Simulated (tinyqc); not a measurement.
# Free and trapped electrons in a MOS channel with a dense trap tail, step by step

Program tinyqc, `OMP_NUM_THREADS=1 python tinyqc.py 2222049 2222050 out.jsonl`; Intel Xeon 2.30GHz, shared host, one thread, about 0.02 s. Printed values are rounded.

p-type body, charge-sheet picture, full ionisation (an idealisation for deep acceptors), Boltzmann statistics for free electrons. e = Ec - EF at the surface. Acceptor-like traps of density D(E) = D0 + De exp(-E/Ew) at depth E below Ec, from 0 to Eu, hold n_t = integral of D(E)/(1 + exp((e - E)/Vt)). psi = Eg - Vt ln(Nv/Na) - e; N_dep = sqrt(2 eps0 eps_r Na (psi - Vt)/q); n_f = sqrt(N_dep^2 + 2 eps0 eps_r Vt Nc exp(-e/Vt)/q) - N_dep; Vg = Vfb + psi + q (N_dep + n_t + n_f)/Cox, Cox = eps0 eox/tox.

Parameters, values chosen for the exercise; band and dielectric values close to those of 4H silicon carbide:
```
symbol,value,unit,meaning
T,250,K,temperature
Eg,3.24,eV,band gap
eps_r,9.53,,relative permittivity
Nc,1.3e19,cm^-3,conduction-band density of states at T
Nv,1.92e19,cm^-3,valence-band density of states at T
eox,3.9,,relative permittivity of the insulator
tox,46,nm,insulator thickness
Na,5.1e15,cm^-3,acceptor density
Vfb,-2.72,V,flat-band voltage without trapped charge
D0,1e11,cm^-2 eV^-1,constant background density of acceptor-like traps
De,1.4e13,cm^-2 eV^-1,density of the tail at the conduction edge
Ew,0.11,eV,decay energy of the tail
Eu,0.79,eV,depth below Ec down to which the traps reach
mf,66,cm^2/(V s),mobility of free electrons
e,0.091,eV,Ec - EF at the surface
```

Constants: q = 1.602176634e-19 C, kB = 1.380649e-23 J/K, Vt = kB T/q, eps0 = 8.8541878128e-14 F/cm where lengths are in cm. Results are converted to the units shown.

## Trapped charge

Trapezoid rule on 16 equal steps from 0 to Eu, f = 1/(1 + exp((e - E)/Vt)).

| point | E (eV) | D(E) f (cm^-2 eV^-1) |
|---|---|---|
| 0 | 0 | 2.03436e11 |
| 1 | 0.0493750 | 1.14329e12 |
| 2 | 0.09875 | 3.41897e12 |
| 3 | 0.148125 | 3.49522e12 |
| 4 | 0.1975 | 2.40756e12 |
| 5 | 0.246875 | 1.58286e12 |
| 6 | 0.296250 | 1.04724e12 |
| 7 | 0.345625 | 7.04716e11 |
| 8 | 0.395 | 4.86025e11 |
| 9 | 0.444375 | 3.46421e11 |
| 10 | 0.493750 | 2.57303e11 |
| 11 | 0.543125 | 2.00415e11 |
| 12 | 0.5925 | 1.64100e11 |
| 13 | 0.641875 | 1.40919e11 |
| 14 | 0.691250 | 1.26121e11 |
| 15 | 0.740625 | 1.16674e11 |
| 16 | 0.79 | 1.10644e11 |

n_t = 7.79872e11 cm^-2

With 1600 steps n_t = 7.810e11 cm^-2; the coarse value is 0.15 % below it.

## Charges and gate voltage

psi, N_dep, n_f and Vg as defined, with the n_t given; free share n_f/(n_f + n_t); apparent mobility mf n_f/(n_f + n_t); gate voltage spent on traps q n_t/Cox.

psi = 2.97162 V
N_dep = 3.98091e11 cm^-2
n_f = 5.09769e10 cm^-2
Vg = 2.87455 V
free share = 6.13552 %
apparent mobility = 4.04944 cm^2/(V s)
gate voltage spent on traps = 1.66448 V
